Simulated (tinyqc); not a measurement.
Worked calculation: heavy doping: gap narrowing, degeneracy and the minority density. Values are carried at full precision from step to step, so a last printed digit may differ when a step is redone from the rounded ones.

Empirical narrowing (Slotboom form, constants chosen for the exercise; published fits of this form give the apparent narrowing, here it is taken as the true one): dEg = E0 [ln(N/N0) + sqrt(ln(N/N0)^2 + C)].

Constants: kB = 8.617333262e-05 eV/K; e^2/(4 pi eps0) = 14.39964547 eV angstrom.

Parameters, chosen for this exercise (gap and densities of states near those of Si at this temperature; narrowing constants near the fits for Si; shifted at random, so the results belong to these values and not to a real crystal):
```
symbol  value     unit    meaning
N       7.8e+18   1/cm^3  ionised acceptors, equal to the majority density
E0      6.4       meV     narrowing scale
N0      9.1e+16   1/cm^3  onset density
C       0.5               smoothing constant
Nv      1.34e+19  1/cm^3  valence-band density of states
Eg      1.126     eV      gap
Nc      3.64e+19  1/cm^3  conduction-band density of states
T       350       K
eps     11.4              dielectric constant
Mv      1                 majority valleys
```

## Gap narrowing

Evaluate at N.

ln(N/N0) = 4.4510
dEg (empirical fit) = 57.33 meV

Well above N0 each decade of doping adds 2 E0 ln 10 = 29.5 meV.

## Degeneracy of the majority band

F_j(eta) = (1/Gamma(j + 1)) integral_0^infinity x^j dx/(1 + exp(x - eta)), which tends to exp(eta) for eta << 0.

Majority: N = Nv F_1/2(eta), eta the distance of EF beyond the majority band edge in kT. Degeneracy factor gam = F_1/2(eta)/exp(eta). ni0^2 = Nc Nv exp(-Eg/kT); product n p = ni0^2 gam exp(dEg/kT), dEg the true narrowing; apparent narrowing dEa = dEg + kT ln gam; minority density = n p/N.

Solve for eta and form gam.

N/Nv = 0.5821
eta = -0.3370
gam = 0.8153

## Product and minority density

Combine both effects.

ni0 = 1.73e+11 1/cm^3
exp(dEg/kT) = 6.69
dEa = 51.2 meV
sqrt(n p) = 4.03e+11 1/cm^3
minority density = 2.09e+04 1/cm^3

Narrowing multiplies the product by 6.69 and degeneracy by 0.815; together they change the minority density by a factor 5.46 against ni0^2/N.

## Two estimates of the size

Two physical estimates, e2 = e^2/(4 pi eps0), N in 1/angstrom^3: exchange shift at the Fermi level, Ex = (e2/eps) kF/pi with kF = (3 pi^2 N/Mv)^(1/3); screened-pair energy (Lanyon-Tuft), Es = (3/4)(e2/eps) qs with qs^2 = (4 pi e2 N/(eps kT)) F_-1/2(eta)/F_1/2(eta).

Evaluate both at N.

kF = 0.06135 1/angstrom
Ex = 24.67 meV
Es = 55.35 meV

Against the fitted dEg = 57.3 meV, Ex is 0.43 and Es 0.97 times as large; each keeps one mechanism only, and Ex assumes a strongly degenerate gas, while here eta is only -0.34.

## Checks

- Minority density against the Boltzmann occupation of the other band at the narrowed gap (1/cm^3): both 2.086e+04.

Computed by tinyqc, a small Python program: `OMP_NUM_THREADS=1 python tinyqc.py 1650378 1650379 out.jsonl` (the numbers bound the seed that draws the inputs); one thread of a shared host (Intel(R) Xeon(R) Processor @ 2.30GHz), about 0.01 s for the whole set of steps.
